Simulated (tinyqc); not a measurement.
Kinetics of strain relaxation and threading dislocations in mismatched semiconductor layers: one step, computed by the program tinyqc. Command: `OMP_NUM_THREADS=1 python tinyqc.py 3009780 3009781 out.jsonl threading walk`. One thread of a shared host (Intel(R) Xeon(R) Processor @ 2.30GHz), about 0.01 s of CPU time with the checks.

60-degree dislocations on {111} planes of a (001) layer, isotropic elasticity. The Schmid factor is 1/sqrt(6), and a misfit segment relieves strain with b/2.

Task: Excess stress and glide velocity at the start. Excess resolved stress tau = (1/sqrt 6) [2 G (1 + nu)/(1 - nu)] (e - e_eq), e_eq = b (1 - nu/4) [ln(h/b) + 1]/(4 pi (1 + nu) h), the Matthews-Blakeslee strain of an uncapped layer; glide velocity v = v0 tau exp(-Q/(k_B T)), tau in MPa.

Inputs (values chosen for the exercise, modelled on GaAs on Si):

| quantity | value | unit |
|---|---|---|
| misfit f | 0.0405 | - |
| shear modulus G | 47 | GPa |
| Poisson ratio nu | 0.31 | - |
| Burgers vector b | 4 | angstrom |
| glide activation energy Q | 1.33 | eV |
| velocity prefactor v0 | 8400 | m/s per MPa |
| layer thickness h | 29 | nm |
| anneal temperature T | 695 | K |

Constants: k_B = 8.617333262e-05 eV/K.

Give: equilibrium strain e_eq; excess stress tau; mobility v/tau; initial velocity.

Result:

equilibrium strain e_eq = 0.0040839

excess stress tau = 2653.2 MPa

mobility v/tau = 1.9046e-06 m/s per MPa

initial velocity = 5053.4 micrometre/s

Caution: at stresses above about 1 GPa the linear velocity law understates glide, as stress lowers the kink barrier. Caution: at such misfit the layer islands and relaxes during the first nanometres, so a uniform strained start is an idealisation.
